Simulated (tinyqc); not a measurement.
# Fermi-level pinning from two metals

Problem. Cowley-Sze model with the space charge neglected: phiB = S (phiM - chi) + (1 - S)(Eg - phi0), S = 1/(1 + q Dit dl/(eps0 ei)), dl in cm. Find S, phi0 and Dit.

Inputs (values chosen for the exercise); band and dielectric values close to those of 4H silicon carbide:
- Eg = 3.23 eV (band gap)
- chi = 3.65 eV (electron affinity)
- dl = 0.6 nm (thickness of the interfacial layer)
- ei = 2 (relative permittivity of the interfacial layer)

Constants: q = 1.602176634e-19 C, eps0 = 8.8541878128e-14 F/cm where lengths are in cm. Results are converted to the units shown.

barriers for metals with phiM = 3.98 and 4.6 eV (eV): 0.72853996  1.2268184

Answer. S is the slope of phiB against phiM; either barrier then gives phi0, and S gives Dit.

S = 0.8037
phi0 = 0.8700 eV
Dit = 4.500e12 cm^-2 eV^-1

tinyqc, about 0.09 s, one thread, Intel Xeon 2.30GHz (shared host): `OMP_NUM_THREADS=1 python tinyqc.py 2020110 2020111 out.jsonl`
